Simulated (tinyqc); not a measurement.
Ground and coupling capacitance from two measurements.

Problem. A line has Cg to the planes and Cc to each of two neighbours. Find Cg, Cc, the load when both neighbours switch in antiphase, and the pulse on the line when it floats and both neighbours swing by Vx.

Values chosen for this exercise: swing Vx = 0.8 V.

capacitance with neighbours driven alike and with neighbours grounded (aF/um): [47, 103]

Solution. Driven alike, Cc carries no charge, which leaves Cg; grounded neighbours give Cg + 2 Cc, antiphase Cg + 4 Cc; a floating line divides the swing as 2 Cc/(Cg + 2 Cc).

Cg = 47.00 aF/um
Cc = 28.00 aF/um
load in antiphase = 159.0 aF/um
pulse = 0.4350 V

Computed by the program tinyqc: `OMP_NUM_THREADS=1 python tinyqc.py 2790164 2790165 out.jsonl`, one thread of a shared Intel Xeon 2.30GHz, about 1 s for the whole run.
